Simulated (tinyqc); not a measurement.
Gamma, L and X subbands of a thin body with non-parabolic valleys: sweeps and comparisons. A value that a table varies takes the place of the one given here.

Hard walls, flat band, c = hbar^2/2m0, energies from the bulk Gamma edge. For a valley at angle theta to the normal 1/m_z = cos^2/ml + sin^2/mt and m_d = sqrt(ml mt^2/m_z). Subband n starts at E_v + e with e (1 + a e) = c (n pi/t)^2/m_z, and its density-of-states mass is taken as m_d (1 + 2 a e), without further growth at higher in-plane energy. Groups are named by valley and degeneracy.

n_i = g m/(2 pi c) kB T ln(1 + exp((EF - E_i)/kB T)), sum n_i = Ns (1e12/cm^2 = 1e-4/angstrom^2), c = hbar^2/2m0. Quantum capacitance Cq = 1602.176634 sum g m/(2 pi c) f_i in microfarad/cm^2 with f_i = 1/(1 + exp((E_i - EF)/kB T)); Cox = 34.5313/eot (one gate); C/Cox = Cq/(Cq + Cox), the centroid term left out.

Constants: hbar^2/2m0 = 3.80998211 eV angstrom^2; kB = 8.617333262e-05 eV/K.

Values chosen for the exercise (near those of a thin GaSb channel; shifted at random, so the results belong to these values and not to a real crystal):
- face = 100 (surface)
- mG = 0.0388 m0 (Gamma mass)
- aG = 1.15 1/eV (Gamma non-parabolicity)
- EL = 0.082 eV (L edge above Gamma)
- mL = (1.319, 0.098) m0 (L valleys (four, along <111>): ml, mt)
- EX = 0.318 eV (X edge above Gamma)
- mX = (1.456, 0.227) m0 (X valleys (three, along <100>): ml, mt)
- aS = 0.48 1/eV (non-parabolicity of L and X)
- Ns = 6.7 x 1e12/cm^2 (sheet density)
- T = 300 K (temperature)
- eot = 6 angstrom (equivalent oxide thickness)
- ts = (18, 24, 30, 40, 55, 75, 110) angstrom (thicknesses)
- t = 36 angstrom (body thickness)
- Nl = (0.5, 1, 2, 4, 7, 11, 16) x 1e12/cm^2 (sheet densities)

## Thinning the body

Lowest edge of each valley type, the lowest group, the Gamma share and C/Cox, with n = 1 to 8 of all groups.

Results:

| t (angstrom) | Gamma (eV) | L (eV) | X (eV) | lowest | Gamma share (%) | C/Cox |
|---|---|---|---|---|---|---|
| 18 | 1.236 | 0.711 | 0.395 | X1 | 0.0 | 0.724 |
| 24 | 0.851 | 0.470 | 0.362 | X1 | 0.0 | 0.805 |
| 30 | 0.626 | 0.344 | 0.346 | L4 | 0.0 | 0.859 |
| 40 | 0.411 | 0.236 | 0.334 | L4 | 0.0 | 0.853 |
| 55 | 0.249 | 0.166 | 0.327 | L4 | 0.2 | 0.852 |
| 75 | 0.147 | 0.128 | 0.323 | L4 | 2.2 | 0.852 |
| 110 | 0.074 | 0.104 | 0.320 | G1 | 7.2 | 0.855 |

From 110 down to 18 angstrom Gamma rises by 1.16 eV, L by 0.61 and X by 0.07 eV, the light Gamma mass moving most. The lowest group changes from G1 to L4 between 110 and 75 angstrom. The lowest group changes from L4 to X1 between 30 and 24 angstrom. The Gamma share goes from 7 % to 0 %. C/Cox is 0.86 and 0.72 at the ends and lies between 0.72 and 0.86. Hard walls overstate the rise in the thinnest rows.

## Raising the sheet density

Fixed thickness, n = 1 to 8 of all groups; the gate overdrive above the lowest edge is (EF - E_lowest)/e + 0.1602177 Ns/Cox in volts.

Results:

| Ns (1e12/cm^2) | EF - lowest (eV) | Gamma share (%) | Cq | C/Cox | overdrive (V) |
|---|---|---|---|---|---|
| 0.5 | -0.088 | 0.0 | 3.05 | 0.346 | -0.074 |
| 1.0 | -0.070 | 0.0 | 6.00 | 0.511 | -0.042 |
| 2.0 | -0.051 | 0.0 | 11.64 | 0.669 | 0.004 |
| 4.0 | -0.032 | 0.0 | 21.89 | 0.792 | 0.080 |
| 7.0 | -0.015 | 0.0 | 35.06 | 0.859 | 0.180 |
| 11.0 | 0.001 | 0.0 | 49.22 | 0.895 | 0.307 |
| 16.0 | 0.015 | 0.0 | 62.80 | 0.916 | 0.460 |

The lowest subband is L4 n=1; the light Gamma level lies 212 meV above it, lifted there by confinement. At the highest density band filling takes 0.015 V of the 0.460 V overdrive. Cq grows from 3.0 to 62.8 microfarad/cm^2 while EF moves from -0.088 to +0.015 eV against the lowest edge; the Gamma share stays near 0 %.

## What each parameter does

n = 1 to 8 of all groups. Each row changes one parameter from the base and keeps the others.

Results:

| case | lowest edge (eV) | EF (eV) | Gamma share (%) | C/Cox |
|---|---|---|---|---|
| base | 0.270 | 0.254 | 0.0 | 0.855 |
| t = 44 angstrom | 0.211 | 0.197 | 0.0 | 0.853 |
| mG = 0.0446 m0 | 0.270 | 0.254 | 0.0 | 0.855 |
| aG = 0.8 1/eV | 0.270 | 0.254 | 0.0 | 0.855 |
| EL = 0.132 eV | 0.320 | 0.301 | 0.0 | 0.858 |
| Ns = 10.1 x 1e12/cm^2 | 0.270 | 0.267 | 0.0 | 0.889 |
| eot = 4 angstrom | 0.270 | 0.254 | 0.0 | 0.797 |
| T = 250 K | 0.270 | 0.262 | 0.0 | 0.871 |

The largest shifts from the base row, up to three for each result and ties (the steps differ in size, so this ranks the rows, not the parameters). lowest edge (eV): t -0.059, EL +0.050; unchanged at the printed digits by mG, aG, Ns, eot and T. EF (eV): t -0.057, EL +0.047, Ns +0.014; unchanged at the printed digits by mG, aG and eot. Gamma share (%): unchanged at the printed digits by t, mG, aG, EL, Ns, eot and T. C/Cox: eot -0.058, Ns +0.035, T +0.017; unchanged at the printed digits by mG and aG.

Computed by tinyqc, a small Python program: `OMP_NUM_THREADS=1 python tinyqc.py 1282384 1282385 out.jsonl` (the numbers bound the seed that draws the inputs); one thread of a shared host (Intel(R) Xeon(R) Processor @ 2.30GHz), about 0.05 s for the whole set of steps.
